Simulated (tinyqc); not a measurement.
# Threshold-voltage variability of a planar MOSFET, analytic estimates: effect of the metal grain size

Three independent sources add in quadrature: random dopants in the depleted layer, metal-gate grains of two orientations, and roughness of the two gate edges acting through the roll-off VT = VT(long) - Vr exp(-L/l). These are first-order estimates: no three-dimensional electrostatics, no percolation.

ni = sqrt(Nc Nv) exp(-Eg/(2 Vt)), Eg in volts; Cox = 3.9 eps0/ti; Wd = sqrt(4 eps0 eps_r Vt ln(Na/ni)/(q Na)); dopants: s1 = (q/Cox) sqrt(Na Wd/(3 L W)). Grains: Ng = L W/G^2 (at least 1), s2 = dW sqrt(p (1 - p)/Ng). Edges, with exponential correlation and u = W/La: the mean gate length has sL^2 = 2 De^2 (2/u)[1 - (1 - exp(-u))/u]; s3 = sL (Vr/l) exp(-L/l). s = sqrt(s1^2 + s2^2 + s3^2). l and Vr are held fixed.

Values chosen for this exercise; material values close to those of silicon:
- T = 300 K (temperature)
- Eg = 1.12 eV (band gap)
- eps_r = 11.8 (relative permittivity of the semiconductor)
- Nc = 2.81e19 cm^-3 (conduction-band density of states at T)
- Nv = 2.69e19 cm^-3 (valence-band density of states at T)
- Na = 3.9e17 cm^-3 (channel doping)
- ti = 1.1 nm (oxide-equivalent thickness in inversion)
- L = 20 nm (gate length)
- W = 65 nm (gate width)
- dW = 0.2 eV (work-function difference of the two grain orientations)
- p = 0.5 (share of the orientation of higher work function)
- De = 1.1 nm (rms roughness of one gate edge)
- La = 10 nm (correlation length of the roughness)
- l = 3.9 nm (decay length of the threshold roll-off)
- Vr = 1 V (prefactor of the roll-off)

Constants: q = 1.602176634e-19 C, kB = 1.380649e-23 J/K, Vt = kB T/q, eps0 = 8.8541878128e-14 F/cm where lengths are in cm. Results are converted to the units shown.

The same in every row: s1 (mV) = 11.954; s3 (mV) = 1.2065.

Result of one run:
```
G (nm)  s2 (mV)  s (mV)  s sqrt(L W) (mV um)
10       27.735  30.226               1.0898
```

What becomes of these results when the metal grain size G is changed from 10 to 14 nm, all else the same?

Result of the changed run:
```
G (nm)  s2 (mV)  s (mV)  s sqrt(L W) (mV um)
14       38.829  40.645               1.4655
```

The whole series:
```
G (nm)  s2 (mV)  s (mV)  s sqrt(L W) (mV um)
2        5.5470  13.234              0.47714
3        8.3205  14.615              0.52694
5        13.868  18.348              0.66156
7        19.415  22.832              0.82320
10       27.735  30.226               1.0898
14       38.829  40.645               1.4655
20       55.470  56.756               2.0464
```

As G goes from 2 to 20 nm, s rises from 13.2 to 56.8 mV. The largest source is the dopants in the first row and the grains in the last. At G = 20 nm the gate holds under four grains, so the work function takes a few discrete values. In every row the depletion depth exceeds L, so source and drain share much of the charge and s1 is rough.

Numbers from tinyqc (`OMP_NUM_THREADS=1 python tinyqc.py 2090166 2090167 out.jsonl`; about 0.01 s on one thread of a shared Intel Xeon 2.30GHz).
